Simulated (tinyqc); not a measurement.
## Charge needed for a dipole step

Two sheets of opposite charge dd apart with permittivity ei give the step D = q N dd/(eps0 ei).

Parameters, values chosen for the exercise:
```
symbol,value,unit,meaning
ei,9.2,,relative permittivity inside the dipole layer
dd,0.27,nm,thickness of the dipole layer
```

Constants: q = 1.602176634e-19 C, eps0 = 8.8541878128e-14 F/cm where lengths are in cm. Results are converted to the units shown.

Result of one run:
```
N (cm^-2),D (V),field (MV/cm),"moment (debye/nm^2, 1 D = 3.33564e-30 C m)"
1.7e13,0.09028,3.344,2.205
```

What becomes of these results when the charge in each sheet N is changed from 1.7e13 to 6.8e12 cm^-2, all else the same?

Result of the changed run:
```
N (cm^-2),D (V),field (MV/cm),"moment (debye/nm^2, 1 D = 3.33564e-30 C m)"
6.8e12,0.03611,1.337,0.8819
```

The whole series:
```
N (cm^-2),D (V),field (MV/cm),"moment (debye/nm^2, 1 D = 3.33564e-30 C m)"
1e12,0.005311,0.1967,0.1297
2.7e12,0.01434,0.5311,0.3502
6.8e12,0.03611,1.337,0.8819
1.7e13,0.09028,3.344,2.205
4.5e13,0.2390,8.851,5.836
1.1e14,0.5842,21.64,14.27
2.9e14,1.540,57.04,37.61
```

D is proportional to N, 0.1 V for 1.88e13 cm^-2. The same sheet as an uncompensated charge under 1 nm of a dielectric of permittivity 3.9 would shift the flat band by 0.874 V, and that shift would grow with thickness, which a dipole step does not. For N = 1.1e14, 2.9e14 the field exceeds 20 MV/cm; it acts over one bond length, where the sheet picture is only a bookkeeping device.

Computed by the program tinyqc: `OMP_NUM_THREADS=1 python tinyqc.py 2410075 2410076 out.jsonl`, one thread of a shared Intel Xeon 2.30GHz, about 0.01 s for the whole run.
